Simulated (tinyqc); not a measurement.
# An infinitely deep well in a field (quantum-confined Stark shift), Airy functions: two studies

Hard walls at x = -L/2 and +L/2; between them U(x) = -F x (eV, zero at the centre). C = hbar^2/(2 m0), e = (C F^2/m1)^(1/3), z1 = (F L/2 - E)/e at the left wall and z2 = (-F L/2 - E)/e at the right wall. Levels are the roots of D(E) = Ai(z1) Bi(z2) - Ai(z2) Bi(z1).

Values chosen for this exercise:
- m1 = 0.086 m0 (mass)
- L = 17.9 nm (well width)
- F = 0.0011 V/nm (field)

Constants: q = 1.602176634e-19 C, hbar = 1.054571817e-34 J s, m0 = 9.1093837015e-31 kg, hbar^2/(2 m0) = 0.0380998212 eV nm^2. Results are converted to the units shown.

Each table varies one quantity; the others keep the values above.

## The Stark shift against mass

Exact shifts E_n(F) - E_n(0) from the roots of D; <x> = -dE_1/dF. E_n(0) = C (n pi/L)^2/m1; second-order shift m1 F^2 L^4 (1 - 15/(pi n)^2)/(48 C pi^2 n^2).

The Stark shift against mass:
```
m1 (m0),F L/E_1(0),shift of level 1 (meV),"second order, 1 (meV)",shift of level 2 (meV),"second order, 2 (meV)",<x> of level 1 (nm)
0.055,0.9228,-0.1964,-0.1968,0.05836,0.05868,0.3566
0.067,1.124,-0.2391,-0.2397,0.07090,0.07148,0.4337
0.081,1.359,-0.2887,-0.2898,0.08540,0.08641,0.5231
0.098,1.644,-0.3488,-0.3506,0.1028,0.1045,0.6308
0.12,2.013,-0.4259,-0.4293,0.1248,0.1280,0.7684
0.14,2.349,-0.4955,-0.5009,0.1442,0.1494,0.8916
0.17,2.852,-0.5988,-0.6082,0.1723,0.1814,1.072
```

What does the table show?

The shift of level 1 falls from -0.196 to -0.599 meV, as m1^(1.00) between the first two rows and m1^(0.97) between the last two (second order: power 1). Second order is 0.17 % above it in size in the first row and 1.6 % above it in the last. The shift of level 2 rises from 0.0584 to 0.172 meV.

## The Stark shift against field

Same model as above.

The Stark shift against field:
```
F (V/nm),F L/E_1(0),shift of level 1 (meV),"second order, 1 (meV)",shift of level 2 (meV),"second order, 2 (meV)",<x> of level 1 (nm)
0.00089,1.167,-0.2009,-0.2014,0.05954,0.06006,0.4502
0.0012,1.574,-0.3644,-0.3662,0.1075,0.1092,0.6044
0.0016,2.099,-0.6454,-0.6509,0.1888,0.1941,0.8000
0.0021,2.755,-1.105,-1.121,0.3187,0.3344,1.038
0.0027,3.542,-1.810,-1.854,0.5110,0.5528,1.311
0.0036,4.722,-3.164,-3.295,0.8562,0.9827,1.692
0.0048,6.296,-5.471,-5.858,1.375,1.747,2.142
0.0063,8.264,-9.050,-10.09,2.015,3.009,2.614
0.0083,10.89,-14.80,-17.52,2.661,5.224,3.114
0.011,14.43,-23.92,-30.77,2.843,9.175,3.615
```

What does the table show?

The shift of level 1 falls from -0.201 to -23.9 meV, as F^(1.99) between the first two rows and F^(1.70) between the last two (second order: power 2). Second order is 0.27 % above it in size in the first row and 29 % above it in the last. The shift of level 2 rises from 0.0595 to 2.84 meV.

tinyqc, about 0.03 s, one thread, Intel Xeon 2.30GHz (shared host): `OMP_NUM_THREADS=1 python tinyqc.py 2580133 2580134 out.jsonl`
